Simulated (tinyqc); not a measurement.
Changing the height L: global model of a low-pressure process discharge: electron temperature, density, ion flux and ion energy. Computed by tinyqc, a small Python program. Command: `OMP_NUM_THREADS=1 python tinyqc.py 3112355 3112356 out.jsonl plasma sweep`. One thread of a shared host (Intel(R) Xeon(R) Processor @ 2.30GHz), about 0.01 s of CPU time with the checks.

Maxwellian electrons with temperature T_e in eV, one positive ion, no negative ions, uniform bulk density n; rate constants have the Arrhenius form.

Inputs (values chosen for the exercise, of the order of those of an inductive discharge in a simple atomic gas): ion mass M = 19 u; ionisation prefactor K0 = 4.5e-14 m^3/s; ionisation energy E_iz = 17.2 eV; excitation prefactor X0 = 1.1e-14 m^3/s; excitation energy E_ex = 8.63 eV; elastic rate constant K_el = 1.4e-13 m^3/s; ion-neutral cross section = 1e-18 m^2; pressure p = 3 Pa; gas temperature T_g = 400 K; radius R = 17 cm; absorbed power P = 2200 W.

Constants: k_B = 1.380649e-23 J/K; e = 1.602176634e-19 C; u = 1.6605390666e-27 kg; m_0 = 9.1093837015e-31 kg.

Method:
- n_g = p/(k_B T_g); lambda_i = 1/(n_g sigma); h_L = 0.86/sqrt(3 + L/(2 lambda_i)), h_R = 0.8/sqrt(4 + R/lambda_i); A_eff = 2 pi R^2 h_L + 2 pi R L h_R; d_eff = pi R^2 L/A_eff.
- Particle balance: K0 exp(-E_iz/T_e) n_g d_eff = u_B, u_B = sqrt(e T_e/M).
- Root found by bracketing.
- E_c = E_iz + (X0 exp(-E_ex/T_e) E_ex + K_el (3 m_0/M) T_e)/K_iz; wall potential V_s = (T_e/2) ln(M/(2 pi m_0)); E_T = E_c + 2 T_e + T_e/2 + V_s; n = P/(e u_B A_eff E_T); ion current density J = e h_L n u_B; ionised share n/n_g.

One run for each value:
```
height L (cm)  T_e (eV)  ion current density J (mA/cm^2)  plasma density n (1/cm^3)  d_eff (cm)
2.0               3.257                            17.05                  8.833e+11        3.27
3.1               2.914                            14.82                  9.447e+11        5.75
4.7               2.653                            12.32                  9.671e+11        9.83
7.2               2.438                             9.64                  9.447e+11       16.70
11.0              2.270                             7.12                  8.729e+11       27.13
17.0              2.141                             4.88                  7.534e+11       41.64
26.0              2.051                             3.16                  6.087e+11       57.81
40.0              1.992                             1.90                  4.589e+11       73.22
```

Over the rows, T_e (eV) falls from 3.26 to 1.99 (exponent d ln y / d ln x -0.25 between the first rows and -0.068 between the last); ion current density J (mA/cm^2) falls from 17.0 to 1.90 (exponent d ln y / d ln x -0.32 between the first rows and -1.2 between the last); plasma density n (1/cm^3) goes from 8.83e11 through a maximum among these rows, 9.67e11 at 4.70, to 4.59e11.

Caution (rows 11.0, 17.0, 26.0, 40.0): at so short an ion path the formulas for h_L and h_R give way to the ambipolar-diffusion limit.

Extremes, crossings and ranges named in words are read from the listed rows.
